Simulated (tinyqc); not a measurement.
Heat flow across a film from the phonon Boltzmann equation in the relaxation-time approximation: one step, computed by the program tinyqc.

Two black walls, hot at x = 0 and cold at x = L, emit phonons isotropically. For one free path Lambda, with tau = x/Lambda, tau_L = L/Lambda and phi = (T - T_cold)/Delta T, energy balance gives phi(tau) = (1/2) [E2(tau) + int_0^tau_L phi(s) E1(|tau - s|) ds]; E_n are the exponential integrals. The flux over the ballistic flux C v Delta T/4 is psi = 1 - 2 int_0^tau_L phi(s) E2(s) ds, and kappa_eff/kappa = (3/4) tau_L psi. kappa = C v Lambda/3 is an input, so at fixed kappa a longer free path means a smaller C v.

Question. The small linear system for Lambda_1. Cut the film into n equal cells with constant phi, collocated at the centres c_i: the kernel integrates to A_ij = |E2(|c_i - e_j|) - E2(|c_i - e_(j+1)|)|/2 for cell edges e_j, and A_ii = 1 - E2(half a cell); solve (1 - A) phi = E2(c)/2; psi = 1 - 2 sum_j phi_j [E3(e_j) - E3(e_(j+1))].

Inputs (values chosen for the exercise, modelled on silicon carbide): film thickness L = 96 nm; free path Lambda_1 = 130 nm; cells n in the small system = 4.

Give: optical thickness tau_L; 1 - A; right-hand side E2(c)/2; flux weights E3(e_j) - E3(e_(j+1)).

Answer.

optical thickness tau_L = 0.7385

1 - A:
$$\begin{pmatrix}
0.7368 & -0.1231 & -0.0708 & -0.0465 \\
-0.1231 & 0.7368 & -0.1231 & -0.0708 \\
-0.0708 & -0.1231 & 0.7368 & -0.1231 \\
-0.0465 & -0.0708 & -0.1231 & 0.7368
\end{pmatrix}$$

right-hand side E2(c)/2: [0.3684, 0.2453, 0.1746, 0.1281]

flux weights E3(e_j) - E3(e_(j+1)): [0.1391, 0.09132, 0.06481, 0.04750]
